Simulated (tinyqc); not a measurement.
# Nanowire ballistic transistor, top-of-the-barrier model: what changes with what

At the top of the source barrier, states moving towards the drain are filled by the source (Fermi level 0) and states moving back by the drain (Fermi level -q Vd); nothing scatters. U is the shift of the band edge there, set by the capacitances CG, CD and CS (the total) and by the charge. Parabolic one-dimensional subband; the source is grounded.

Inputs (values chosen for the exercise); mass and valleys close to those of gallium arsenide:

| symbol | value | unit | meaning |
|---|---|---|---|
| T | 250 | K | temperature |
| m | 0.0663 | m0 | effective mass |
| gv | 1 |  | valley degeneracy |
| eox | 7.5 |  | relative permittivity of the gate insulator |
| tox | 1.5 | nm | insulator thickness |
| d | 2 | nm | wire diameter |
| aG | 0.82 |  | gate control CG/CS |
| aD | 0.11 |  | drain control CD/CS |
| E0 | 0.35 | eV | band edge at the barrier top above the source Fermi level at zero bias |
| Vd | 0.1 | V | drain voltage |

Constants: q = 1.602176634e-19 C, kB = 1.380649e-23 J/K, hbar = 1.054571817e-34 J s, h = 6.62607015e-34 J s, m0 = 9.1093837015e-31 kg, Vt = kB T/q, eps0 = 8.8541878128e-14 F/cm where lengths are in cm. Results are converted to the units shown.

Each table varies one quantity; the others keep the values above.

## Transfer curve

N0 = gv sqrt(2 m kB T/pi)/hbar, CG = 2 pi eps0 eox/ln(1 + 2 tox/d), CS = CG/aG, n0 = n at U = 0 and Vd = 0. eta1 = -(E0 + U)/Vt, eta2 = eta1 - Vd/Vt, n = (N0/2)[F_(-1/2)(eta1) + F_(-1/2)(eta2)], F_(-1/2)(x) = (1/sqrt(pi)) int_0^infinity u^(-1/2)/(1 + exp(u - x)) du. U = UL + q (n - n0)/CS with UL = -(aG Vg + aD Vd), energies in eV. I = gv (2 q^2/h) Vt [ln(1 + exp eta1) - ln(1 + exp eta2)]. CQ = (q/Vt) dn/d(eta1).

Transfer curve:

| Vg (V) | eta1 | n (cm^-1) | I (uA) | mean velocity I/(q n) (cm/s) | CQ/CS |
|---|---|---|---|---|---|
| 0 | -15.74 | 0.08083 | 2.423e-7 | 1.871e7 | 1.083e-7 |
| 0.11 | -11.55 | 5.320 | 1.595e-5 | 1.871e7 | 7.125e-6 |
| 0.22 | -7.362 | 349.8 | 0.001049 | 1.871e7 | 4.683e-4 |
| 0.34 | -2.836 | 3.108e4 | 0.09421 | 1.892e7 | 0.04000 |
| 0.45 | 0.7183 | 5.035e5 | 1.829 | 2.268e7 | 0.3349 |
| 0.56 | 3.788 | 1.338e6 | 5.768 | 2.691e7 | 0.4213 |
| 0.67 | 6.607 | 2.359e6 | 7.531 | 1.993e7 | 0.4737 |
| 0.79 | 9.892 | 3.317e6 | 7.739 | 1.456e7 | 0.3240 |
| 0.9 | 13.14 | 4.015e6 | 7.748 | 1.204e7 | 0.2592 |

What does the comparison show?

The current rises from 2.42e-7 to 7.75 uA. Between the first two rows the swing is 60.5 mV a decade, against Vt ln 10/aG = 60.5. CQ/CS goes from 1.1e-7 to 0.26, so a volt on the gate moves the band edge by 0.82 eV in the first row and 0.65 eV in the last: the device stays near the quantum-capacitance limit. The mean velocity goes from 1.87e7 through a maximum of 2.69e7 (at Vg = 0.56 V among the rows listed) to 1.20e7 cm/s.

## Effect of the drain control CD/CS

Same model as above.

CQ = (q/Vt) dn/d(eta1). E0 is held fixed.

In this table Vg = 0.7 V, Vd = 0.7 V.

Effect of the drain control CD/CS:

| aD | eta1 | n (cm^-1) | I (uA) | mean velocity I/(q n) (cm/s) | CQ/CS |
|---|---|---|---|---|---|
| 0 | 8.069 | 1.739e6 | 13.47 | 4.835e7 | 0.1487 |
| 0.02 | 8.636 | 1.800e6 | 14.42 | 4.998e7 | 0.1432 |
| 0.04 | 9.206 | 1.860e6 | 15.37 | 5.156e7 | 0.1383 |
| 0.06 | 9.778 | 1.918e6 | 16.32 | 5.310e7 | 0.1339 |
| 0.08 | 10.35 | 1.975e6 | 17.28 | 5.461e7 | 0.1299 |
| 0.1 | 10.93 | 2.030e6 | 18.24 | 5.608e7 | 0.1263 |
| 0.12 | 11.51 | 2.084e6 | 19.21 | 5.753e7 | 0.1229 |
| 0.14 | 12.09 | 2.136e6 | 20.17 | 5.894e7 | 0.1198 |

As aD goes from 0 to 0.14, n rises from 1.74e6 to 2.14e6 cm^-1, the mean velocity rises from 4.84e7 to 5.89e7 cm/s and the current rises from 13.5 to 20.2 uA. CQ/CS goes from 0.15 to 0.12.

## Output curve

Same model as above.

CQ = (q/Vt) dn/d(eta1).

In this table Vg = 0.7 V.

Output curve:

| Vd (V) | eta1 | n (cm^-1) | I (uA) | mean velocity I/(q n) (cm/s) | CQ/CS |
|---|---|---|---|---|---|
| 0.01 | 6.4009 | 3.0225e6 | 0.77318 | 1.5966e6 | 0.34699 |
| 0.025 | 6.5516 | 2.9671e6 | 1.9318 | 4.0637e6 | 0.35525 |
| 0.05 | 6.8140 | 2.8665e6 | 3.8573 | 8.3988e6 | 0.37342 |
| 0.1 | 7.3935 | 2.6244e6 | 7.6459 | 1.8184e7 | 0.42985 |
| 0.15 | 8.0556 | 2.3207e6 | 11.140 | 2.9961e7 | 0.47526 |
| 0.2 | 8.7013 | 2.0292e6 | 13.784 | 4.2397e7 | 0.36191 |
| 0.3 | 9.4031 | 1.8864e6 | 15.678 | 5.1872e7 | 0.14460 |
| 0.4 | 9.8598 | 1.9267e6 | 16.458 | 5.3315e7 | 0.13347 |
| 0.6 | 10.763 | 2.0145e6 | 17.966 | 5.5665e7 | 0.12729 |
| 0.8 | 11.671 | 2.0990e6 | 19.482 | 5.7932e7 | 0.12200 |

What does the comparison show?

The current rises from 0.773 to 19.5 uA; n goes from 3.02e6 through a minimum of 1.89e6 (at Vd = 0.3 V among the rows listed) to 2.10e6 cm^-1 and eta1 rises from 6.40 to 11.7. The resistance in the first row is 12.9 kohm, against h/(2 q^2 gv) = 12.9 kohm for one open subband, though nothing scatters in the channel. The current passes 90 % of its last value at Vd = 0.6 V among the rows, where eta2 = -17; returning states are gone from Vd = 0.4 V on (eta2 < -7), and from there the drain control aD lifts eta1 from 9.86 to 11.7.

tinyqc, about 0.04 s, one thread, Intel Xeon 2.30GHz (shared host): `OMP_NUM_THREADS=1 python tinyqc.py 2400036 2400037 out.jsonl`
